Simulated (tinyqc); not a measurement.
Plane-averaged potentials: correction of a charged-defect supercell by a model charge and potential alignment (plane-averaged potentials). Computed by tinyqc, a small Python program. Command: `OMP_NUM_THREADS=1 python tinyqc.py 3114183 3114184 out.jsonl align walk`. One thread of a shared host (Intel(R) Xeon(R) Processor @ 2.30GHz), about 0.01 s of CPU time with the checks.

The "true" defect charge is (1 - x) q in a Gaussian of width sigma plus x q in one of width sigma_t, so the exact answer is known; the correction sees only a single model Gaussian of width sigma_m. A Gaussian of width s has the transform rho(G) = exp(-G^2 s^2/2), normalised to 1. A uniform background cancels q, so G = 0 is left out. Potentials are those felt by a unit positive charge. E_0 is the formation energy of the isolated defect, E_cell its value in the supercell, E_lat = E_iso - E_per of the model charge, C the true less the model potential far from the defect; the exact correction is E_0 - E_cell, and the error of a scheme is E_cell plus its correction less E_0.

Inputs (values chosen for the exercise, with screening close to that of GaAs): defect charge q = 2 e; dielectric constant eps = 13.2; edge of the cubic cell L = 19.9 angstrom; width sigma of the true defect charge = 1.9 angstrom; width sigma_m of the model charge = 1.4 angstrom; share x of the charge in a wide tail = 0; width sigma_t of the tail = 3.9 angstrom.

Constants: e^2/(4 pi eps_0) = 14.39964548 eV angstrom.

Method. Plane-averaged potential at distance z from the defect: V(z) = (4 pi q/(eps L^3)) (e^2/(4 pi eps_0 e)) sum_(m != 0) rho(G_m) cos(G_m z)/G_m^2, G_m = 2 pi m/L, |m| <= 40.

Potentials (V):
```
z/L   z (angstrom)       true      model  difference
0.00         0.000   0.068613   0.079553   -0.010940
0.05         0.995   0.063299   0.071900   -0.008601
0.10         1.990   0.049087   0.052833   -0.003746
0.15         2.985   0.029988   0.029817    0.000171
0.20         3.980   0.010009   0.007938    0.002071
0.25         4.975  -0.008253  -0.010946    0.002693
0.30         5.970  -0.023601  -0.026442    0.002840
0.35         6.965  -0.035630  -0.038497    0.002866
0.40         7.960  -0.044238  -0.047107    0.002870
0.45         8.955  -0.049404  -0.052274    0.002870
0.50         9.950  -0.051126  -0.053996    0.002870
```

What does the comparison show, and why?

The difference moves by 0.00 mV between z/L = 0.4 and 0.5: a plateau.
